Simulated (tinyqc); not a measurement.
Choice of the trial bonds: Wannier functions of a composite (isolated) pair of valence bands (bonds of an sp chain).

Each atom has a hybrid pointing left (<) and right (>). H(k): diagonal +V3 on A, -V3 on B; <A<|A>> = -V1a, <B<|B>> = -V1b, <A>|B<> = -V2, <B>|A<> = -V2p exp(ik); k in 1/a, Bloch sums with exp(ikR). The two lowest bands are filled. Trial functions in cell 0: g1 = cos(c) A> + sin(c) B<, and g2 = sin(c) B> + cos(c) A< of cell 1, whose Bloch vector has cos(c) exp(-ik) on A<. Projection A_mn = <psi_m|g_n>, S = A^+ A, Loewdin U = A S^(-1/2), Bloch-like states w_n = sum_m psi_m U_mn, H_W(k) = U^+ diag(E) U. P = sum_m |psi_m><psi_m| is free of phase choices, and S = g^+ P g, w = P g S^(-1/2).

Parameters, chosen for this exercise: V2 = 4.09 eV (coupling in the bond A-B inside the cell); V2p = 4.59 eV (coupling in the bond to the next cell); V1a = 0.75 eV (coupling of the two hybrids on A); V1b = 1.76 eV (the same on B); V3 = 1.39 eV (A at +V3, B at -V3); xb = 0.49 a (position of B (A at 0)).

N = 12; centres and spreads in real space with point-like hybrids at R and R + xb; smallest eigenvalue of S over the mesh.

Trial angle:
```
c (deg),smallest S,centre 1 (a),centre 2 (a),sum of centres,total spread (a^2),"H_12(R = 0), mean over k (eV)"
15,0.488,0.3245,0.6709,0.9954,0.1197,-1.1433
30,0.739,0.3245,0.6709,0.9954,0.1195,-1.1418
45,0.927,0.3245,0.6709,0.9954,0.1195,-1.1406
55,0.975,0.3245,0.6709,0.9954,0.1195,-1.1398
65,0.893,0.3245,0.6708,0.9954,0.1195,-1.1389
75,0.764,0.3246,0.6708,0.9954,0.1195,-1.1380
85,0.602,0.3246,0.6708,0.9954,0.1195,-1.1370
```

What can be read from this table?

The sum of the centres stays at 0.9954 a within 0.0000: it gives the electronic polarisation, modulo a, and is fixed by the filled space. Single centres move by less than 0.0001 a here and H_12(0), a matter of gauge, moves by 6 meV. The total spread runs only from 0.1195 to 0.1197 a^2, so the orthogonalisation repairs even poor trials; the projection is best at c = 55 degrees among these rows, and the two bonds, isolated, have c = 54 and 53.

Computed by tinyqc, a small Python program: `OMP_NUM_THREADS=1 python tinyqc.py 1452590 1452591 out.jsonl` (the numbers bound the seed that draws the inputs); one thread of a shared host (Intel(R) Xeon(R) Processor @ 2.30GHz), about 0.2 s for the whole set of steps.
